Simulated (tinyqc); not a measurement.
A log to judge: molecular dynamics of a small cluster by velocity Verlet steps. Computed by tinyqc. Command: `OMP_NUM_THREADS=1 python tinyqc.py 3022843 3022844 out.jsonl verlet walk`. One thread of a shared host (Intel(R) Xeon(R) Processor @ 2.30GHz), about 0.07 s of CPU time with the checks.

E = sum_(i<j) phi(r_ij), phi(r) = eps [exp(-2 alpha (r - r0)) - 2 exp(-alpha (r - r0))]; the force on i is -sum_j phi'(r_ij) (R_i - R_j)/r_ij.

Inputs (values chosen for the exercise, for model atoms):
```
quantity               value        unit
length r0               2.49    angstrom
well depth eps          0.27          eV
stiffness alpha         2.09  1/angstrom
atomic mass M            102           u
time step dt              83          fs
steps                    200           -
target temperature T0    500           K
coupling time tau        200          fs
```

Potential: Morse. Thermostat: Berendsen.

starting positions (angstrom):
```
           x      y      z
atom 1     0  -0.01  -0.02
atom 2  2.49  -0.05   0.02
atom 3  1.24   2.18      0
atom 4  1.28   0.69   2.05
```

starting velocities (angstrom/fs):
```
               x         y         z
atom 1  -0.00139   0.00071  -0.00081
atom 2  -0.00156    -5e-05   0.00158
atom 3   0.00069  -0.00106   0.00026
atom 4   0.00226    0.0004  -0.00103
```

Constants: 1 eV/(angstrom u) = 9.648533212e-03 angstrom/fs^2; k_B = 8.617333262e-05 eV/K.

Method. Velocity Verlet: a = c F/M with c = 9.648533212e-3 angstrom/fs^2 per eV/(angstrom u); R(new) = R + v dt + a dt^2/2; v(new) = v + (a + a(new)) dt/2. Kinetic energy K = M v^2/(2c); temperature T = 2K/((3N - 3) k_B), rotation of the cluster included. After each step v is scaled by sqrt(1 + (dt/tau)(T0/T - 1)). Spread = largest minus smallest value. The test of the step is the spread (largest minus smallest) of the total energy over the run without thermostat, against the spread of K; the step passes below 5 %. The mean T is over the second half.

Course of the run (evenly spaced rows):
```
step  t (fs)        U (eV)    K (eV)  U + K (eV)    T (K)
0          0  -1.61034e+00  0.084681    -1.52566   218.37
14      1162  -2.29329e-06  0.642322     0.64232  1656.41
28      2324  -2.73704e-08  0.194136     0.19414   500.64
42      3486  -3.60295e-11  0.193890     0.19389   500.00
56      4648  -1.47367e-14  0.193890     0.19389   500.00
70      5810  -3.43392e-18  0.193890     0.19389   500.00
84      6972  -6.62706e-22  0.193890     0.19389   500.00
98      8134  -1.90232e-24  0.193890     0.19389   500.00
112     9296  -4.66680e-26  0.193890     0.19389   500.00
126    10458  -1.19834e-27  0.193890     0.19389   500.00
140    11620  -3.07780e-29  0.193890     0.19389   500.00
154    12782  -7.90501e-31  0.193890     0.19389   500.00
168    13944  -2.03032e-32  0.193890     0.19389   500.00
182    15106  -5.21467e-34  0.193890     0.19389   500.00
196    16268  -1.33933e-35  0.193890     0.19389   500.00
```

Can the last value be used, and what does the course show?

No. The total energy spreads by 120 % of the swings of K: with omega_max dt = 2.48 the step is too long, beyond the stability limit of 2. Reruns converge with time step dt = 10.0. Reruns still fail with time step dt = 58.0.
